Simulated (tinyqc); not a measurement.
Thickness at a fixed rate of defect growth: time-dependent dielectric breakdown: cell percolation, Weibull statistics, area scaling and voltage extrapolation. Computed by tinyqc, a small Python program. Command: `OMP_NUM_THREADS=1 python tinyqc.py 3009624 3009625 out.jsonl tddb sweep`. One thread of a shared host (Intel(R) Xeon(R) Processor @ 2.30GHz), about 0.01 s of CPU time with the checks.

The oxide is divided into columns of area a^2, each holding m = t_ox/a cells (m is taken as continuous). A share lambda(t) = (t/t_1)^alpha of the cells is defective, and a column whose cells are all defective breaks down.

Inputs (values chosen for the exercise, for a model gate oxide):
```
quantity                                                   value  unit
defect cell size a                                           1.5    nm
exponent alpha of defect growth                             0.79     -
time t_1 at which the occupied share would reach 1       5.4e+08     s
test area A                                                   20  um^2
product area A_u                                           5e+06  um^2
stress voltage V                                            3.81     V
use voltage V_u                                              1.6     V
local exponent n = -d ln t/d ln V at the stress voltage       31     -
activation energy E_a                                       0.88    eV
stress temperature T                                         150     C
use temperature T_u                                          100     C
allowed failure fraction F                                 1e-05     -
```

Voltage law used: E.

Constants: k_B = 8.617333262e-05 eV/K.

Method:
- Failure fraction F = 1 - (1 - lambda^m)^N with N = A/a^2 columns, which for small lambda^m is 1 - exp(-(t/t63)^beta) with beta = alpha m and t63 = t_1 N^(-1/beta); critical share lambda(t63) = N^(-1/m). 1 um^2 = 1e6 nm^2.
- All three voltage laws share the slope n at the stress voltage. Factor t(V_u)/t(V): E law exp(n (1 - V_u/V)); 1/E law exp(n (V/V_u - 1)); power law (V/V_u)^n.
- Temperatures in kelvin are T(C) + 273.15.
- Temperature factor exp[(E_a/k_B)(1/T_u - 1/T)]; area factor (A/A_u)^(1/beta); percentile factor (-ln(1 - F))^(1/beta); life = t63 x all four; 1 year = 3.15576e7 s.

One run for each value; columns: (1) oxide thickness t_ox (nm); (2) Weibull slope beta; (3) characteristic life t63 (s); (4) area factor; (5) percentile factor; (6) critical share of defective cells:
```
(1)     (2)         (3)         (4)         (5)         (6)
1.9  1.0007  6.1401e+01  4.0333e-06  1.0077e-05  3.2664e-06
2.6  1.3693  4.5475e+03  1.1428e-04  2.2315e-04  9.7960e-05
4.1  2.1593  3.2684e+05  3.1636e-03  4.8358e-03  2.8691e-03
4.8  2.5280  9.6303e+05  7.3238e-03  1.0523e-02  6.7373e-03
5.5  2.8967  2.1552e+06  1.3693e-02  1.8788e-02  1.2731e-02
6.3  3.3180  4.3462e+06  2.3612e-02  3.1122e-02  2.2157e-02
7.0  3.6867  7.0394e+06  3.4342e-02  4.4031e-02  3.2431e-02
```

Give the missing row, oxide thickness t_ox (nm) = 3.4.

Computed row; columns: (1) oxide thickness t_ox (nm); (2) Weibull slope beta; (3) characteristic life t63 (s); (4) area factor; (5) percentile factor; (6) critical share of defective cells:
```
(1)     (2)         (3)         (4)         (5)         (6)
3.4  1.7907  7.1089e+04  9.6719e-04  1.6134e-03  8.5967e-04
```

Interpolating between the two neighbouring rows (linearly) misses most in characteristic life t63 (s), by 150 %. Over the rows, Weibull slope beta rises from 1.00 to 3.69 (exponent d ln y / d ln x about 1.00 throughout); characteristic life t63 (s) rises from 61.4 to 7.04e6 (exponent d ln y / d ln x 14 between the first rows and 4.6 between the last); area factor rises from 4.03e-6 to 0.0343 (exponent d ln y / d ln x 11 between the first rows and 3.6 between the last). The exponent of Weibull slope beta stays at 1: beta = alpha t_ox/a. A thinner oxide loses twice: it breaks at a lower defect share, and its small slope makes the area and percentile factors more punishing. Left out: 1.20 (the oxide is thinner than one cell or the slope is too small).

Caution (all rows): t_1 is an input here; in a real oxide it changes with thickness at fixed voltage.
